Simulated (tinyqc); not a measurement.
From results back to parameters: deformation-potential model of the Delta valleys of a conduction band.

Problem. A uniaxial tension X1 along [100] acts on valleys along x, y, z, with shifts dE = Xd tr(e) + Xu a.e.a and Boltzmann shares. The ratio of the share of the y valleys to that of the x valleys is given.

s11 = (C11 + C12)/((C11 - C12)(C11 + 2 C12)), s12 = -C12/((C11 - C12)(C11 + 2 C12)), s44 = 1/C44; exx = s11 sxx + s12 (syy + szz) and cyclic, exy = s44 sxy/2; tension is positive. A uniaxial stress X along the unit vector n is s_ij = X n_i n_j.

Constants: kB = 8.617333262e-05 eV/K.

Parameters, chosen for this exercise (near those of Si; not measured data):
```
symbol  value  unit  meaning
C11     164.5  GPa
C12     65.9   GPa
C44     79     GPa
X1      1.4    GPa   size of the stress
T       200    K     temperature
```

n_y/n_x = 2196.808

Find: splitting dE_x - dE_y; Xu.

Solution. The splitting is kT ln(n_y/n_x), and it equals Xu (exx - eyy) = Xu (s11 - s12) X1; Xd drops out.

splitting dE_x - dE_y = 132.62 meV
Xu = 9.34 eV

Computed by tinyqc, a small Python program: `OMP_NUM_THREADS=1 python tinyqc.py 1081482 1081483 out.jsonl` (the numbers bound the seed that draws the inputs); one thread of a shared host (Intel(R) Xeon(R) Processor @ 2.30GHz), about 0.02 s for the whole set of steps.
